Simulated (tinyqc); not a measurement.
Square-lattice Ising model by mean field, Bethe lattice, transfer matrix, exact enumeration and Monte Carlo steps: one step, computed by the program tinyqc.

H = -J sum over nearest pairs s_i s_j, s = +-1, no field, periodic boundaries; energies per site are in J. As a lattice gas or an alloy, s marks which species holds the site.

Task: Exact averages on the small cell. Weights count x exp(-K E); N = 15; u = <E>/N, c = K^2 (<E^2> - <E>^2)/N in k_B, Binder U = 1 - <M^4>/(3 <M^2>^2).

Inputs (values chosen for the exercise, for a model lattice): temperature T = 1180 K.

Enumerated cell: 3 x 5.

States of the 3 x 5 cell:
```
E (J),|M|,count
-30,15,2
-22,13,30
-18,3,10
-18,9,10
-18,11,60
-14,1,60
-14,5,60
-14,7,90
-14,9,150
-14,11,150
-10,1,180
-10,3,330
-10,5,276
-10,7,390
-10,9,450
-6,1,1020
-6,3,1030
-6,5,1260
-6,7,1140
-6,9,300
-2,1,3150
-2,3,2850
-2,5,2220
-2,7,870
2,1,4170
2,3,3480
2,5,1590
2,7,240
6,1,2940
6,3,1590
6,5,540
10,1,1020
10,3,660
10,5,60
14,1,330
14,3,60
```

K = 0.5330211

Give: ln Z / N; u, cell; heat capacity c, cell; <|m|>, cell; Binder cumulant U.

Result:

ln Z / N = 1.133

u, cell = -1.809

heat capacity c, cell = 0.5269

<|m|>, cell = 0.9311

Binder cumulant U = 0.6468
